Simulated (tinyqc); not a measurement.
From results to parameters: Luttinger model of the valence bands. Computed by the program tinyqc.

Problem. In the four-band Luttinger model 1/m = g1 -/+ 2 g2 along [100] and g1 -/+ 2 g3 along [111]. Find g1, g2, g3 and the light hole mass along [111].

heavy and light hole masses along [100] (electron masses): 0.114548  0.043011
heavy hole mass along [111] = 0.169205 electron masses

Solution. The mean of the two inverse masses along [100] is g1 and a quarter of their difference is g2; g3 = (g1 - 1/m_hh[111])/2.

g1, g2, g3: 15.990  3.630  5.040
light hole mass along [111] = 0.038 electron masses
